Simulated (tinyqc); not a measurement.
Reset of a mushroom phase-change cell, hemispherical electro-thermal model: scaling of the melting current.

Current spreads from a hemispherical contact of radius r0 into a large dome with constant rho and ka: j = I/(2 pi r^2). With s = r0/r the steady rise is T - T0 = c (b s - s^2), c = I^2 rho/(8 pi^2 ka r0^2). The heat lost through the heater, (T(r0) - T0)/Rh, fixes b = (2 + g)/(1 + g), g = 1/(2 pi ka r0 Rh).

The peak lies at s = b/2 with the rise c b^2/4; melting starts at the current where that equals Tm - T0, and the molten shell spans the roots of s^2 - b s + (Tm - T0)/c = 0 (s at most 1). Electrical resistance rho/(2 pi r0). Rh is scaled as 1/r0, as for an isotropic shrink, in the last two columns and held fixed in the first two.

Inputs (values chosen for the exercise); values of the order of Ge-Sb-Te and related chalcogenides: ambient temperature T0 = 300 K; melting point Tm = 876 K; resistivity of the hot chalcogenide rho = 2.9 mohm cm; its thermal conductivity ka = 0.99 W/(m K); thermal resistance of the path through the heater Rh = 10 K/uW.

Scaling of the melting current:
```
r0 (nm)  Im (uA)  Im/(2 pi r0^2) (MA/cm^2)  Im with Rh = Rh (37 nm/r0) (uA)  power there (uW)
5         318.47                    202.75                           232.17            49.760
8         473.21                    117.68                           371.48            79.615
12        662.50                    73.223                           557.22            119.42
17        884.89                    48.732                           789.39            169.18
24        1182.9                    32.685                           1114.4            238.85
33        1555.0                    22.726                           1532.4            328.41
45        2041.8                    16.048                           2089.6            447.84
60        2643.5                    11.687                           2786.1            597.12
```

Read the table: what changes, and by how much?

With isotropic scaling Im and the power go as r0^(1.00) and r0^(1.00), so the current density grows as 1/r0 and the voltage stays fixed. With Rh held, Im goes as r0^(0.85) over the table, as the heater path weighs more for a small contact. For r0 = 5, 8 boundary thermal resistance, left out here, would dominate.

Range of the model: Constant properties, no latent heat, thermoelectric terms, boundary resistance or heating in the heater itself.

Program tinyqc, `OMP_NUM_THREADS=1 python tinyqc.py 2490039 2490040 out.jsonl`; Intel Xeon 2.30GHz, shared host, one thread, about 0.01 s.
